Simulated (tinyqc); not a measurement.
Plane-wave Kohn-Sham cycle with exchange-only LDA in a layered model solid, step by step. One step of it, computed by the program tinyqc.

Question. Iteration 1: potential. V_H(G) = 4 pi rho(G)/G^2 for G != 0 (uniform background); v_x = -(3 rho/pi)^(1/3); V = V_ext + V_H + v_x; Fourier components f(G_m) = (1/N) sum_j f(x_j) exp(-i G_m x_j).

A solid whose potential varies along x alone (atomic units):
```
parameter                      value
period a                   15.000000
cross-section of the cell  20.000000
electrons per cell                 2
grid points                       16
plane waves -n..n, n               2
k points                           3
V1 in V1 cos(2 pi x/a)     -0.400000
V2 in V2 cos(4 pi x/a)     -0.290000
```

density at the start, on the grid x_j = j a/N (e/bohr^3): [0.00666667, 0.00666667, 0.00666667, 0.00666667, 0.00666667, 0.00666667, 0.00666667, 0.00666667, 0.00666667, 0.00666667, 0.00666667, 0.00666667, 0.00666667, 0.00666667, 0.00666667, 0.00666667]

Give: Potentials on the grid; V(G_m), m = 0, 1, 2, ....

Answer.

Potentials on the grid (hartree):
```
x        V_ext    V_H     v_x       V
0.000   -0.690  0.000  -0.185  -0.875
0.938   -0.575  0.000  -0.185  -0.760
1.875   -0.283  0.000  -0.185  -0.468
2.812    0.052  0.000  -0.185  -0.133
3.750    0.290  0.000  -0.185   0.105
4.688    0.358  0.000  -0.185   0.173
5.625    0.283  0.000  -0.185   0.098
6.562    0.164  0.000  -0.185  -0.021
7.500    0.110  0.000  -0.185  -0.075
8.438    0.164  0.000  -0.185  -0.021
9.375    0.283  0.000  -0.185   0.098
10.312   0.358  0.000  -0.185   0.173
11.250   0.290  0.000  -0.185   0.105
12.188   0.052  0.000  -0.185  -0.133
13.125  -0.283  0.000  -0.185  -0.468
14.062  -0.575  0.000  -0.185  -0.760
```

V(G_m), m = 0, 1, 2, ... (hartree): [-0.185, -0.200, -0.145, 0.000, 0.000]
